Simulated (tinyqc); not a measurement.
Microkinetic model of low-temperature epitaxy from hydride gases: adsorption, hydrogen desorption and rate control. Changing the hydrogen carrier pressure p_H. Computed by tinyqc, a small Python program. Command: `OMP_NUM_THREADS=1 python tinyqc.py 3031614 3031615 out.jsonl hepi sweep`. One thread of a shared host (Intel(R) Xeon(R) Processor @ 2.30GHz), about 0.05 s of CPU time with the checks.

Each hydride molecule needs two free sites and leaves four hydrogen atoms, of which two leave at once as H2; theta is the hydrogen coverage, the site density is 6.78 per nm^2 and one layer is 1.358 angstrom thick.

Inputs (values chosen for the exercise, close to those used for silane and germane, with second-order desorption as on Si(111) but the site density of Si(001)):
```
quantity                                           value  unit
silane pressure p_S                                 0.67    Pa
sticking prefactor of silane s0                    0.066     -
adsorption barrier E_s                              0.14    eV
desorption prefactor nu_d                        1.3e+12   1/s
desorption energy on silicon E_d                       2    eV
sticking of hydrogen s_H                         2.1e-07     -
temperature T                                        520     C
germane pressure p_G                               0.025    Pa
sticking ratio of germane to silane r_G              2.8     -
lowering of E_d per unit germanium fraction, dE      0.4    eV
```

Film: silicon-germanium. Order of hydrogen desorption: second.

Constants: k_B = 8.617333262e-05 eV/K; u = 1.6605390666e-27 kg; k_B = 1.380649e-23 J/K.

Method:
- Flux per site F = p/(sqrt(2 pi M k_B T) x 6.78e18 per m^2), M = 32.12 u (silane), 76.63 u (germane), 2.016 u (hydrogen); s = s0 exp(-E_s/(k_B T)); k_S = s F_S, k_G = r_G s F_G; germanium fraction x = k_G/(k_S + k_G); k = k_S + k_G; k_H = s_H F_H; k_d = nu_d exp(-(E_d - dE x)/(k_B T)).
- Temperatures in kelvin are T(C) + 273.15.
- With k the hydride and k_H the hydrogen adsorption rate on free pairs and k_d the desorption rate, steady state: 2 (k + k_H)(1 - theta)^2 = k_d theta^2; growth rate R = k (1 - theta)^2 layers/s; 1 layer/s = 8.148 nm/min.
- With c = 2 (k + k_H)/k_d the free share is 1 - theta = 1/(1 + sqrt(c)).
- X_i = d ln R/d ln k_i at fixed other constants. With f = 1 - theta and a = 2/f + 2/theta: d ln f/d ln k_d = 1/(a f), so X_d = 2/(a f), X_k = 1 - X_d k/(k + k_H), X_H = -X_d k_H/(k + k_H); they sum to 1.

One run for each value:
```
hydrogen carrier pressure p_H (Pa)  growth rate G (nm/min)  hydrogen coverage theta  X_H (hydrogen adsorption)
1                                                    1.216                   0.8997                 -1.239e-04
4                                                    1.215                   0.8997                 -4.952e-04
20                                                   1.213                   0.8998                 -2.471e-03
70                                                   1.205                   0.9001                 -8.592e-03
300                                                  1.172                   0.9015                 -3.576e-02
1000                                                 1.082                   0.9053                 -1.096e-01
6000                                                 0.702                   0.9238                 -4.179e-01
20000                                                0.358                   0.9456                 -6.937e-01
100000                                               0.096                   0.9718                 -9.060e-01
```

Describe and explain the trends.

Over the rows, growth rate G (nm/min) falls from 1.22 to 0.0961 (exponent d ln y / d ln x -2.7e-4 between the first rows and -0.82 between the last); hydrogen coverage theta rises from 0.900 to 0.972; X_H (hydrogen adsorption) falls from -1.24e-4 to -0.906 (exponent d ln y / d ln x 1.00 between the first rows and 0.17 between the last). At the low end the exponent of growth rate G is 0.00, close to 0: carrier hydrogen plays no part.

Caution (rows 6000, 20000, 100000): at carrier pressures near or above 1e4 Pa gas-phase transport, left out here, begins to limit.
